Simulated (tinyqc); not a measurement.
## Mass and degeneracy from charge and saturation current

Problem. At high drain voltage only states moving towards the drain are filled: n = (N0/2) F_0(eta), N0 = gv m kB T/(pi hbar^2), F_0(x) = ln(1 + exp x), and I = q (N0/2) vT F_(1/2)(eta) per width, vT = sqrt(2 kB T/(pi m)), F_(1/2)(x) = (2/sqrt(pi)) int_0^infinity u^(1/2)/(1 + exp(u - x)) du. Find eta and m.

Parameters, values chosen for the exercise:
```
symbol  value  unit            meaning
T         200     K        temperature
gv          4        valley degeneracy
```

Constants: q = 1.602176634e-19 C, kB = 1.380649e-23 J/K, hbar = 1.054571817e-34 J s, m0 = 9.1093837015e-31 kg. Results are converted to the units shown.

n = 5.2543438e12 cm^-2
I = 3846.5741 uA/um

Solution. The mass drops out of I^2/(q^2 n) = gv (kB T)^2 F_(1/2)^2/(pi^2 hbar^2 F_0), which rises with eta and so fixes it; n then gives m.

eta = 8.20
m = 0.0445 m0

Program tinyqc, `OMP_NUM_THREADS=1 python tinyqc.py 2400140 2400141 out.jsonl`; Intel Xeon 2.30GHz, shared host, one thread, about 0.01 s.
